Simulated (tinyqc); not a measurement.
## Width from the threshold shift

Inverse problem. Undoped body with a flat potential across it, hard walls, transport along x. One isotropic valley (g = 1, mx = my = mz = me). Non-parabolicity enters the subband edges through E (1 + al E) = gamma, so E = 2 gamma/(1 + sqrt(1 + 4 al gamma)); motion within a subband is taken as parabolic with the band-edge mass. Energies are counted from the bulk band edge. gamma = C pi^2 [a^2/(my (t + dl)^2) + b^2/(mz (H + dl)^2)], C = hbar^2/(2 m0). Each subband has N_k = g sqrt(2 mx m0 kB T/(pi hbar^2)); without degeneracy n = exp(EF/Vt) sum N_k exp(-E_k/Vt). Classical value Nc times t H, Nc = sum over valleys of 2 g (m m0 kB T/(2 pi hbar^2))^1.5 with m = (mx my mz)^(1/3). Threshold shift dVT = Vt ln(classical value/sum N_k exp(-E_k/Vt)). Find t and the lowest subband edge.

Values chosen for this exercise; masses close to those of InAs:
```
symbol,value,unit,meaning
T,200,K,temperature
me,0.0234,m0,mass at the band edge
al,2.7,1/eV,non-parabolicity
dl,0,nm,widening of the box by penetration into the insulator
H,22.4,nm,height (along z)
```

Constants: q = 1.602176634e-19 C, kB = 1.380649e-23 J/K, hbar = 1.054571817e-34 J s, m0 = 9.1093837015e-31 kg, Vt = kB T/q, hbar^2/(2 m0) = 0.0380998212 eV nm^2. Results are converted to the units shown.

dVT = 62.500628 mV

Answer. dVT is evaluated for trial values of t with all subbands; between 1.5 and 25 nm one value matches.

t = 14.9 nm
E_1 = 84.9 meV

Computed by the program tinyqc: `OMP_NUM_THREADS=1 python tinyqc.py 2350006 2350007 out.jsonl`, one thread of a shared Intel Xeon 2.30GHz, about 0.08 s for the whole run.
